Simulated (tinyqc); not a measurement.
Three structures under pressure: Born-Mayer model of an ionic crystal AB. Computed by tinyqc, a small Python program. Command: `OMP_NUM_THREADS=1 python tinyqc.py 3015348 3015349 out.jsonl bornmayer walk`. One thread of a shared host (Intel(R) Xeon(R) Processor @ 2.30GHz), about 0.01 s of CPU time with the checks.

Energies are per ion pair and r is the nearest distance of unlike ions.

Inputs (values chosen for the exercise, for a model salt): ionic charge z = 2; unlike repulsion lambda = 2270 eV; range rho = 0.335 angstrom; like repulsion lambda2 = 383 eV; dispersion C between like ions = 58 eV angstrom^6.

Structure: rock salt. Short range: with like-ion terms.

Constants: e^2/(4 pi eps_0) = 14.39964548 eV angstrom; 1 eV/angstrom^3 = 160.2176634 GPa.

Method:
- Madelung constant M, unlike neighbours z1, like neighbours z2 at f r, volume per pair: rock salt 1.747565, 6, 12, sqrt2, 2 r^3; caesium chloride 1.762675, 8, 6, 2/sqrt3, 8 r^3/(3 sqrt3); zinc blende 1.638055, 4, 12, sqrt(8/3), 16 r^3/(3 sqrt3).
- U(r) = -M z^2 e^2/(4 pi eps_0 r) + z1 lambda exp(-r/rho) + z2 [lambda2 exp(-f r/rho) - C/(f r)^6] (one mean like-ion term for both sublattices).
- With the volume written as c r^3, under pressure take the root at the minimum of the enthalpy and solve U'(r) + 3 c r^2 P = 0; H = U + P V; B = (U'' - 2 U'/r)/(9 c r).

Enthalpy (eV per pair):
```
P (GPa)  rock salt  caesium chloride  zinc blende
0          -33.176           -32.161      -32.655
2          -32.711           -31.748      -32.057
5          -32.028           -31.141      -31.186
10         -30.924           -30.154      -29.793
20         -28.821           -28.265      -27.175
40         -24.924           -24.739      -22.411
70         -19.606           -19.889      -16.027
100        -14.721           -15.406      -10.244
```

volumes at zero pressure (angstrom^3): rock salt 37.584, caesium chloride 33.329, zinc blende 48.490

What does the comparison show, and why?

At zero pressure the order is rock salt < zinc blende < caesium chloride. Between 40 and 70 GPa the lowest enthalpy passes from rock salt to caesium chloride. Pressure favours the denser structure, through P V. The Madelung constants, the number of repulsive contacts and the volumes (37.6, 33.3, 48.5 angstrom^3 at P = 0) all matter. Caution: rigid ions with fixed charges leave out polarisation and covalency, so such models often misplace transition pressures.

Extremes, crossings and ranges named in words are read from the listed rows.
